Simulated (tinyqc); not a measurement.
The solidus: solid solubility of a dopant against its melt (retrograde solidus), clustering and the electrically active fraction. Computed by tinyqc, a small Python program. Command: `OMP_NUM_THREADS=1 python tinyqc.py 3001899 3001900 out.jsonl retro walk`. One thread of a shared host (Intel(R) Xeon(R) Processor @ 2.30GHz), about 0.01 s of CPU time with the checks.

Inputs (values chosen for the exercise, of the order of those of tin in silicon for the solubility):

| quantity | value | unit |
|---|---|---|
| melting point of the host T_m | 1687 | K |
| heat of melting of the host H_f | 50.2 | kJ/mol |
| interaction L of the melt | 8.1 | kJ/mol |
| enthalpy of transfer from melt to solid H | 0.395 | eV |
| entropy of transfer S | -2.13 | k_B |
| site density N0 | 5e+22 | 1/cm^3 |

Constants: R = 8.314462618 J/(mol K); k_B = 8.617333262e-05 eV/K; e = 1.602176634e-19 C; N_A = 6.02214076e+23 1/mol.

Method. x_l and x_s are atom fractions of the dopant in melt and solid; the solid is dilute. Liquidus of the host: R T ln(1 - x_l) + L x_l^2 = -H_f (1 - T/T_m). Distribution: k = x_s/x_l = exp[L (1 - x_l)^2/(R T)] exp(S/k_B - H/(k_B T)), the first factor being the activity coefficient in the melt. Solubility = x_s N0; at T_m x_l = 0. The largest x_s N0 between 900 K and T_m. For an ideal melt with constant heats the maximum has x_l = H_f/(H + H_f), H in the same units.

largest solubility = 1.58132e+20 1/cm^3

temperature of the maximum = 1426.08 K

Against temperature:

| T (K) | x_l | k | solubility (1/cm^3) | over the maximum |
|---|---|---|---|---|
| 1000 | 0.96550 | 0.001215 | 5.8677e+19 | 0.37106 |
| 1100 | 0.93130 | 0.001849 | 8.6117e+19 | 0.54459 |
| 1200 | 0.87417 | 0.002640 | 1.1539e+20 | 0.72972 |
| 1300 | 0.78213 | 0.003623 | 1.4169e+20 | 0.89601 |
| 1400 | 0.63844 | 0.004926 | 1.5726e+20 | 0.99447 |
| 1500 | 0.43346 | 0.006892 | 1.4937e+20 | 0.94458 |
| 1580 | 0.24338 | 0.009296 | 1.1313e+20 | 0.71539 |
| 1640 | 0.10317 | 0.011711 | 6.0413e+19 | 0.38204 |
| 1675 | 0.02569 | 0.013374 | 1.7177e+19 | 0.10863 |

What does the comparison show, and why?

Between the first rows the Arrhenius energy of the solubility is 0.36 eV, against H = 0.395 eV; it shrinks to zero at 1426 K and turns negative beyond. A crystal saturated at the maximum precipitates dopant-rich liquid on cooling and on heating alike. Below a eutectic or compound temperature another phase would set the limit.

Extremes, crossings and ranges named in words are read from the listed rows.
